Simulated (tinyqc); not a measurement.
All estimates against temperature: estimate of lattice thermal conductivity from elastic moduli (Slack, Klemens and Cahill formulas). Computed by tinyqc, a small Python program. Command: `OMP_NUM_THREADS=1 python tinyqc.py 3009756 3009757 out.jsonl slack walk`. One thread of a shared host (Intel(R) Xeon(R) Processor @ 2.30GHz), about 0.01 s of CPU time with the checks.

An isotropic solid.

Inputs (values chosen for the exercise, for a model crystal):

| quantity | value | unit |
|---|---|---|
| bulk modulus B | 31.8 | GPa |
| shear modulus G | 11.1 | GPa |
| volume per atom V | 28.6 | angstrom^3 |
| mean atomic mass M | 83.3 | u |
| atoms per primitive cell n | 2 | - |
| volume expansion coefficient alpha_V | 56.1 | ppm/K |
| temperature T | 1200 | K |
| disorder parameter Gamma | 0.00011 | - |
| grain size d | 710 | nm |

Grueneisen parameter: from thermal expansion.

Constants: u = 1.6605390666e-27 kg; hbar = 1.054571817e-34 J s; k_B = 1.380649e-23 J/K; h = 6.62607015e-34 J s.

Method:
- rho = M/V; vL = sqrt((B + 4G/3)/rho), vT = sqrt(G/rho); v_m = [(vL^-3 + 2 vT^-3)/3]^(-1/3); Poisson ratio sigma = (3B - 2G)/(6B + 2G); Theta = hbar v_m (6 pi^2/V)^(1/3)/k_B.
- gamma = alpha_V B V/(3 k_B), with the classical heat capacity 3 k_B per atom.
- Slack, an estimate for T near or above Theta_a: kappa = A M Theta_a^3 delta n^(1/3)/(gamma^2 T) in W/(m K), with M in u, delta = V^(1/3) in angstrom, Theta_a = Theta n^(-1/3) and A = 2.43e-6/(1 - 0.514/gamma + 0.228/gamma^2).
- High-temperature forms with the classical heat capacity. Klemens: kappa/kappa_0 = arctan(u)/u, u^2 = pi^2 Theta V Gamma kappa_0/(h v_m^2). Grains: 1/kappa_poly = 1/kappa + 1/(C v_m d/3), C = 3 k_B/(n V), the acoustic branches alone.
- Cahill minimum: kappa_min = (pi/6)^(1/3) k_B V^(-2/3) sum over L, T, T of v (T/Theta_i)^2 int_0^(Theta_i/T) x^3 e^x/(e^x - 1)^2 dx, Theta_i = Theta v_i/v_m (64 Gauss-Legendre points).

Grueneisen parameter gamma = 1.23183

Debye temperature Theta = 165.680 K

v_m = 1701.83 m/s

vL = 3104.05 m/s

vT = 1514.95 m/s

acoustic Debye temperature Theta_a = 131.500 K

Kappa (W/(m K)):

| T (K) | perfect crystal | with point defects | polycrystal | minimum |
|---|---|---|---|---|
| 200 | 7.9726 | 7.9165 | 7.7073 | 0.34461 |
| 300 | 5.3150 | 5.2900 | 5.1958 | 0.35558 |
| 400 | 3.9863 | 3.9722 | 3.9188 | 0.35961 |
| 550 | 2.8991 | 2.8916 | 2.8632 | 0.36210 |
| 750 | 2.1260 | 2.1220 | 2.1067 | 0.36340 |
| 1000 | 1.5945 | 1.5922 | 1.5836 | 0.36407 |
| 1300 | 1.2265 | 1.2252 | 1.2201 | 0.36442 |
| 1700 | 0.9379 | 0.9372 | 0.9342 | 0.36464 |

The perfect crystal follows 1/T. With point defects the exponent runs from -0.99 to -1.00 (the strong-disorder limit is -1/2), and with grains from -0.97 to -1.00. At the highest T it is still 2.6 times the minimum.

Extremes, crossings and ranges named in words are read from the listed rows.
